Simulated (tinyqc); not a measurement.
Grain-boundary diffusion: Harrison regimes, Fisher and Le Claire analysis, Hart average. Which input was changed? Computed by tinyqc, a small Python program. Command: `OMP_NUM_THREADS=1 python tinyqc.py 3031229 3031230 out.jsonl gbdiff which`. One thread of a shared host (Intel(R) Xeon(R) Processor @ 2.30GHz), about 0.04 s of CPU time with the checks.

A boundary is a slab of width delta with diffusivity D_b, normal to a surface held at constant concentration; it leaks into grains of diffusivity D.

Inputs (values chosen for the exercise, for a model polycrystal):

| quantity | value | unit |
|---|---|---|
| lattice prefactor D0 | 0.00011 | m^2/s |
| lattice activation energy E | 4.53 | eV |
| boundary prefactor D0b | 1.6e-05 | m^2/s |
| boundary activation energy E_b | 2.6 | eV |
| boundary width delta | 0.55 | nm |
| segregation factor s | 3 | - |
| grain size d | 1.3 | um |
| temperature T | 1290 | K |
| time t | 15000 | s |

Constants: k_B = 8.617333262e-05 eV/K.

Method:
- D = D0 exp(-E/(k_B T)), D_b = D0b exp(-E_b/(k_B T)).
- Triple product P = s delta D_b.
- Hart average for parallel slabs: f = delta/d, D_eff = (s f D_b + (1 - f) D)/(1 - f + s f); share of the boundaries = s f D_b/(s f D_b + (1 - f) D); depth sqrt(D_eff t).
- Fisher: the mean concentration falls as exp(-y/y_F), y_F = sqrt(P) (pi t/(4 D))^(1/4), with the boundary equation P d2c/dy2 = 2 c sqrt(D/(pi t)). Le Claire (from the Whipple solution): ln c falls as -(y/y_L)^(6/5) with P = 1.322 sqrt(D/t) y_L^2.

Task: One of these inputs alone was changed, within the range given: lattice prefactor D0 (5.5e-05 to 0.00022); temperature T (645 to 2580); time t (7500 to 3e+04); segregation factor s (1.5 to 6). Which one, and to what value?

Results:

| run | depth sqrt(D_eff t) (um) | Le Claire depth y_L (um) | D_eff (m^2/s) |
|---|---|---|---|
| before | 0.1455057 | 3.384317 | 1.411460e-18 |
| after | 0.1598356 | 3.547055 | 1.411460e-18 |

Result:

Each candidate set to reproduce depth sqrt(D_eff t), and what it then gives:

| candidate | range searched | value needed | Le Claire depth y_L (um) | D_eff (m^2/s) |
|---|---|---|---|---|
| lattice prefactor D0 (m^2/s) | 5.5e-05 to 0.00022 | out of reach | - | - |
| temperature T (K) | 645 to 2580 | 1300 | 3.4255 | 1.7032e-18 |
| time t (s) | 7500 to 3e+04 | 18100 | 3.5471 | 1.4115e-18 |
| segregation factor s | 1.5 to 6 | 3.621 | 3.7182 | 1.7032e-18 |

Only time t fits every result: it went from 15000 to 18100 s. The next best candidate, temperature T, misses one result by 21 %.

Caution: outside regime A (which needs sqrt(D t) above about 3 d) the Hart average and its depth are formal: they describe a profile only in regime A or at steady state. Caution: the Fisher and Le Claire forms need regime B with beta above 10.
